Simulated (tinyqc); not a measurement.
On-chip power grid, static voltage drop by conjugate gradients: two steps of the calculation.

A grid of 4 rows and 4 columns, node k = 4 row + column. Neighbours in a row are joined by Rx, in a column by Ry; pad nodes, which reach the supply through Rp: 0, 12. Each node draws I0, node 1 draws kh I0. The drops u = Vdd - V solve G u = i, with G the conductance matrix (1/Rp added on the diagonal at pad nodes).

Values chosen for this exercise: supply voltage Vdd = 1 V; resistance of a horizontal segment Rx = 0.22 ohm; resistance of a vertical segment Ry = 0.25 ohm; resistance from a pad node to the supply Rp = 0.061 ohm; load current of an ordinary node I0 = 11 mA; factor on the load at the hot node kh = 3.

Task 1. Conjugate-gradient step. q = G p; a = (r.r)/(p.q); u(new) = u + a p; r(new) = r - a q; b = (r.r)(new)/(r.r); p(new) = r(new) + b p.

u after iteration 1 (mV):
```
           col 0      col 1      col 2      col 3
row 0  3.1003920  9.3011761  3.1003920  3.1003920
row 1  3.1003920  3.1003920  3.1003920  3.1003920
row 2  3.1003920  3.1003920  3.1003920  3.1003920
row 3  3.1003920  3.1003920  3.1003920  3.1003920
```

r after iteration 1 (mA):
```
            col 0       col 1      col 2      col 3
row 0  -11.640717  -48.173901  39.185382  11.000000
row 1   11.000000   35.803136  11.000000  11.000000
row 2   11.000000   11.000000  11.000000  11.000000
row 3  -39.826099   11.000000  11.000000  11.000000
```

p after iteration 1 (mA):
```
           col 0      col 1      col 2      col 3
row 0  19.384692  44.902326  70.210791  42.025409
row 1  42.025409  66.828545  42.025409  42.025409
row 2  42.025409  42.025409  42.025409  42.025409
row 3  -8.800690  42.025409  42.025409  42.025409
```

Find: q; a; u after iteration 2; r after iteration 2; b; p after iteration 2.

Result 1.

q (mA S):
```
        col 0  col 1   col 2   col 3
row 0   111.2  -86.8   355.9  -128.1
row 1   -22.2  412.4  -225.5     0.0
row 2   203.3  -99.2     0.0     0.0
row 3  -578.6  231.0     0.0     0.0
```

a = 0.1511 ohm

u after iteration 2 (mV):
```
       col 0  col 1  col 2  col 3
row 0   6.03  16.09  13.71   9.45
row 1   9.45  13.20   9.45   9.45
row 2   9.45   9.45   9.45   9.45
row 3   1.77   9.45   9.45   9.45
```

r after iteration 2 (mA):
```
        col 0   col 1   col 2  col 3
row 0  -28.45  -35.06  -14.61  30.36
row 1   14.35  -26.53   45.08  11.00
row 2  -19.73   26.00   11.00  11.00
row 3   47.63  -23.92   11.00  11.00
```

b = 1.297

p after iteration 2 (mA):
```
       col 0  col 1  col 2  col 3
row 0  -3.30  23.19  76.48  84.89
row 1  68.87  60.17  99.60  65.52
row 2  34.79  80.52  65.52  65.52
row 3  36.21  30.60  65.52  65.52
```

Task 2. Worst drop, pad currents and power lost. Pad current u/Rp; worst drop as a share of Vdd; power lost in the grid and pads sum_k i_k u_k; power delivered sum_k i_k (Vdd - u_k).

converged u (mV):
```
           col 0      col 1      col 2      col 3
row 0   6.290793  19.143495  24.005515  26.363452
row 1  14.717389  19.973815  24.101062  26.292927
row 2  14.420774  19.337291  23.645909  25.963158
row 3   5.787207  16.641562  22.703676  25.516625
```

Wanted: worst drop; share of Vdd; pad currents; power lost; power delivered.

Result 2.

worst drop = 26.363 mV
share of Vdd = 2.6363 %
pad currents (mA): node 0 103.13, node 12 94.872
power lost = 3.8851 mW
power delivered = 194.11 mW

The pad currents add up to the total load, 198.0 mA. The worst drop is at node 3, not at the hot node.

tinyqc, about 0.1 s, one thread, Intel Xeon 2.30GHz (shared host): `OMP_NUM_THREADS=1 python tinyqc.py 2770114 2770115 out.jsonl`
